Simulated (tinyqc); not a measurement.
Vertical double-diffused power MOSFET, components of the on-resistance: On-resistance against the doping of the gap over the drift doping.

Stripe cells of pitch Wp + a, two channels a cell. Current flows through the channels, spreads in the accumulation layer, passes the gap between the p bodies and spreads at 45 degrees into the drift layer below them. Low drain voltage, full ionisation.

Triangular field at breakdown with Ec = Kc N^(1/8): BV = eps0 eps_r Ec^2/(2 q N), so N = (eps0 eps_r Kc^2/(2 q BV))^(4/3); W = 2 BV/Ec; mu = mud (T/300 K)^(-bt); rho = 1/(q mu N); ideal resistance rho W. Pitch p = Wp + a, Cox = 3.9 eps0/tox; zero-bias depletion in the gap w0 = sqrt(2 eps0 eps_r Vbi/(q N Nj)), open gap g = a - 2 w0; R_ch = Lc p/(2 mch Cox Vov); R_acc = 0.6 a p/(4 mac Cox Vov), 0.6 being an empirical factor for current leaving the layer along its length; R_gap = (rho/Nj) xp p/g; spreading depth t = min(W, (p - g)/2); R_drift = (rho p/2) ln((g + 2 t)/g) + rho (W - t); R_on = the sum with Rs.

Inputs (values chosen for the exercise); bulk values close to those of 4H silicon carbide: temperature T = 450 K; relative permittivity eps_r = 9.73; critical-field constant Kc = 22500 V/cm per (cm^-3)^(1/8); rated breakdown voltage of the drift layer BV = 900 V; drift mobility at 300 K mud = 827 cm^2/(V s); temperature exponent of the drift mobility bt = 2.1; gate oxide thickness (eps_r 3.9) tox = 96 nm; gate overdrive Vov = 6 V; channel mobility mch = 29 cm^2/(V s); accumulation-layer mobility mac = 190 cm^2/(V s); channel length Lc = 1 um; width of the p body in one cell, channels included Wp = 4.6 um; gap between neighbouring p bodies a = 4.7 um; depth of the p body xp = 0.7 um; built-in voltage of the body junction Vbi = 2.79 V; substrate and contact resistance Rs = 0.55 mohm cm^2.

Constants: q = 1.602176634e-19 C, eps0 = 8.8541878128e-14 F/cm where lengths are in cm. Results are converted to the units shown.

The same in every row: R_ch (mohm cm^2) = 7.4295; R_acc (mohm cm^2) = 1.5989; ideal (mohm cm^2) = 0.76068.

Results:
```
Nj   R_gap (mohm cm^2)  R_drift (mohm cm^2)  R_on (mohm cm^2)  largest term
1              0.17143              0.89953            10.649       channel
1.5            0.10995              0.88897            10.577       channel
2             0.080639              0.88301            10.542       channel
3             0.052385              0.87624            10.507       channel
8             0.018815              0.86527            10.463       channel
12            0.012391              0.86226            10.453       channel
```

Estimate the missing row, Nj = 5.

Computed row:
```
Nj  R_gap (mohm cm^2)  R_drift (mohm cm^2)  R_on (mohm cm^2)  largest term
5            0.030645              0.86975            10.479       channel
```

With this row back in the table: R_on falls from 10.6 to 10.5 mohm cm^2. The channel term is the largest at Nj = 1 and in all other rows. R_on is 14.0 times the ideal drift resistance in the first row and 13.7 times in the last.

Numbers from tinyqc (`OMP_NUM_THREADS=1 python tinyqc.py 2230039 2230040 out.jsonl`; about 0.01 s on one thread of a shared Intel Xeon 2.30GHz).
